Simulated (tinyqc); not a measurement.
Bandgap voltage reference from two bipolar transistors: output against temperature.

Two transistors of area 1 and N carry the same current I. Is(T) = Is (T/T0)^eta exp[(Vg0 q/kB)(1/T0 - 1/T)], VBE1 = Vt ln(I/Is(T)) + I rb, VBE2 = Vt ln(I/(N Is(T))) + I rb/N. The amplifier forces I R1(T) = VBE1 - VBE2 + Vos, with R(T) = R (1 + tc (T - T0)) for both resistors, and the output is Vref = VBE1 + I R2(T). Base currents and the Early effect are neglected.

Vt = kB T/q; I = (Vt ln N + Vos)/(R1(T) - rb (1 - 1/N)).

Inputs (values chosen for the exercise); values of the order met in silicon bipolar transistors: reference temperature T0 = 300 K; band-gap voltage extrapolated to 0 K Vg0 = 1.209 V; temperature exponent of the saturation current eta = 3.4; saturation current of the unit transistor at T0 Is = 2.8e-17 A; area ratio of the second transistor N = 8; resistor across which the difference of VBE falls, at T0 R1 = 4 kohm; temperature coefficient of both resistors tc = 0 ppm/K; offset of the amplifier Vos = 0 mV; series resistance of the unit transistor rb = 0 ohm; output resistor at T0 R2 = 44.12 kohm.

Constants: q = 1.602176634e-19 C, kB = 1.380649e-23 J/K. Results are converted to the units shown.

Output against temperature:
```
T (K)  I (uA)  VBE1 (V)  I R2 (V)  Vref (V)  Vref - Vref(T0) (mV)  dVref/dT (uV/K)
218     9.766    0.8501    0.4309     1.281                -7.277            123.5
233     10.44    0.8222    0.4605     1.283                -5.529            109.8
253     11.33    0.7847    0.5001     1.285                -3.506            92.72
273     12.23    0.7469    0.5396     1.286                -1.811            76.99
298     13.35    0.6992    0.5890     1.288               -0.1163            58.86
323     14.47    0.6510    0.6384     1.289                 1.144            42.20
348     15.59    0.6025    0.6878     1.290                 2.004            26.79
373     16.71    0.5535    0.7372     1.291                 2.492            12.44
398     17.83    0.5043    0.7866     1.291                 2.634          -0.9794
423     18.95    0.4547    0.8361     1.291                 2.450           -13.58
```

VBE1 falls by 1.93 mV/K on average and I R2 rises by 1.98 mV/K. The slope of Vref vanishes at T = 396 K. Between 233 and 398 K Vref spans 8.16 mV, or 38.4 ppm/K by the box method (span over the average over T, over 165 K).

tinyqc, about 0.02 s, one thread, Intel Xeon 2.30GHz (shared host): `OMP_NUM_THREADS=1 python tinyqc.py 2062080 2062081 out.jsonl`
